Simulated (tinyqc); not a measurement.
# Classical Heisenberg spin chain: exact results, Metropolis, heat-bath and over-relaxation steps, and a Monte Carlo run, step by step

A worked calculation. Computed by tinyqc, a small Python program that keeps every step. Command: `OMP_NUM_THREADS=1 python tinyqc.py 3130523 3130524 out.jsonl heismc walk`. One thread of a shared host (Intel(R) Xeon(R) Processor @ 2.30GHz), about 0.2 s of CPU time with the checks. Intermediate numbers are printed to about 5 digits and carried at full precision; extremes and crossings named in words are read from the listed rows.

E = -J sum_i s_i . s_(i+1) for unit vectors s_i on an open chain; K = J/(k_B T).

Inputs (values chosen for the exercise, for a model chain of large moments): coupling J = -31 meV; temperature T = 217 K; moment mu = 2.9 mu_B; length N of the open chain = 12; seed = 931619.

Update: Metropolis.

Constants: k_B = 8.617333262e-05 eV/K; mu_B = 5.7883818060e-05 eV/T.

## Exact results

Each bond angle is independent, so u = <s_i . s_(i+1)> = coth K - 1/K, <s_i . s_(i+n)> = u^n, correlation length xi = -1/ln|u|, energy per bond -J u, heat capacity per bond c/k_B = 1 - K^2/sinh^2 K, and for the long chain chi = mu^2 (1 + u)/(3 k_B T (1 - u)) per spin.

K = -1.6578

u = -0.47215

xi = 1.3325 sites

energy per bond = -14.637 meV

heat capacity = 0.57016 k_B/bond

chi over the Curie value = 0.35856

chi = 0.0031114 mu_B/T per spin

## Finite chain

For N spins, <|sum s|^2>/N = (1 + u)/(1 - u) - 2 u (1 - u^N)/(N (1 - u)^2); the long chain has (1 + u)/(1 - u), chi over the Curie value, and the difference is relative to it.

<|sum s|^2>/N = 0.39486

difference from the long chain = 10.125 %

## Four single-spin steps

four neighbouring spins (rows; components x, y, z):
$$\begin{pmatrix}
0.2166 & 0.6327 & 0.7435 \\
0.6430 & -0.6600 & -0.3885 \\
0.2615 & -0.0946 & 0.9605 \\
0.6006 & 0.4453 & 0.6640
\end{pmatrix}$$

random numbers, one row a step:
$$\begin{pmatrix}
0.4543 & 0.5288 & 0.8403 \\
0.4598 & 0.5617 & 0.1975 \\
0.8471 & 0.5020 & 0.5898 \\
0.6673 & 0.5337 & 0.2164
\end{pmatrix}$$

The given spins are first normalised. Spins 2 and 3 are updated in turn, with h = K (sum of the two neighbours). Trial spin with z = 2 r1 - 1 and azimuth 2 pi r2; it is accepted if r3 < min(1, exp(h . s_trial - h . s_old)).

Steps:
```
spin     |h|  h . s before  h . s trial  acceptance  accepted         x         y        z
2     3.0666        1.1766       1.1945      1.0000       yes  -0.97955  -0.17922  -0.0914
3     1.2208       -0.7058      -0.3371      1.0000       yes  -0.92279  -0.37681  -0.0804
2     1.6610       -0.9703      -1.6019      0.5317        no  -0.97955  -0.17922  -0.0914
3     1.2208       -0.3371      -0.8090      0.6238       yes  -0.92131  -0.19805   0.3346
```

## A run and its error bars

From the ordered state (alternating for J < 0), with trial spins uniform on the sphere, 200 sweeps are discarded and 1600 recorded (even and odd sites in turn; random numbers not printed, so these rows are one sample). Errors are the scatter of block means over sqrt(number of blocks).

Blocking:
```
block length  mean bond product      error  <|sum s|^2>/N     error
1                      -0.46246  0.0033257        0.40673  0.008210
4                      -0.46246  0.0049379        0.40673  0.009433
16                     -0.46246  0.0062305        0.40673  0.009593
40                     -0.46246  0.0064774        0.40673  0.010941
80                     -0.46246  0.0075047        0.40673  0.011783
```

With blocks of 40 the bond product is 1.5 error bars from the exact u = -0.4721, and <|sum s|^2>/N is 1.1 from the exact 0.395. Blocking to 40 changes the two errors by factors 1.9 and 1.3, because successive sweeps are correlated. 43 % of the trial spins are accepted.

Checks made by the program: c against a difference of the energy (relative difference 5e-10).
